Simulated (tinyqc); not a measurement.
Hot electrons in a saturated n-channel MOSFET, lucky-electron model: one step of the calculation.

Beyond pinch-off the lateral field grows as Esat cosh(y/l) over the velocity-saturated region (pseudo-two-dimensional model). Impact ionisation in this region gives the substrate current, which biases the body forward through Rsub. Currents are per width. Local-field laws: they overstate ionisation when the field peak is narrower than an energy relaxation length.

Task. Length and field scales. Cox = 3.9 eps0/tox, l = sqrt(3 tox xj), Esat = 2 vs/mu.

Parameters, values chosen for the exercise; values close to those of silicon n-channel devices: channel length L = 0.8 um; oxide thickness tox = 16 nm; junction depth xj = 230 nm; effective mobility mu = 270 cm^2/(V s); saturation velocity vs = 7.7e6 cm/s.

Constants: eps0 = 8.8541878128e-14 F/cm where lengths are in cm. Results are converted to the units shown.

Wanted: Cox; l; Esat; Esat L.

Result.

Cox = 0.2158 uF/cm^2
l = 105.1 nm
Esat = 0.05704 MV/cm
Esat L = 4.563 V

Computed by the program tinyqc: `OMP_NUM_THREADS=1 python tinyqc.py 2550038 2550039 out.jsonl`, one thread of a shared Intel Xeon 2.30GHz, about 0.01 s for the whole run.
